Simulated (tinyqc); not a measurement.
Loss and coupling from a measured resonance.

Question. An all-pass ring of radius Rr has F = FSR/FWHM = pi sqrt(a t)/(1 - a t) and Tmin = (a - t)^2/(1 - a t)^2; it is known to be undercoupled (t > a). a = 10^(-al L/20), L = 2 pi Rr, k2 = 1 - t^2, FSR = lam^2/(ng L). Find ng, al and k2.

Parameters, values chosen for the exercise: cold resonance wavelength lam = 1310 nm; ring radius Rr = 5 um.

FSR = 13.22643089 nm
FWHM = 10.59815226 pm
Tmin (linear) = 0.2735446019

Answer. The finesse gives the product a t, Tmin the difference |a - t|; the spectrum alone cannot tell which is which.

ng = 4.13
al = 5.30 dB/cm
k2 = 0.00120

tinyqc, about 0.01 s, one thread, Intel Xeon 2.30GHz (shared host): `OMP_NUM_THREADS=1 python tinyqc.py 2650045 2650046 out.jsonl`
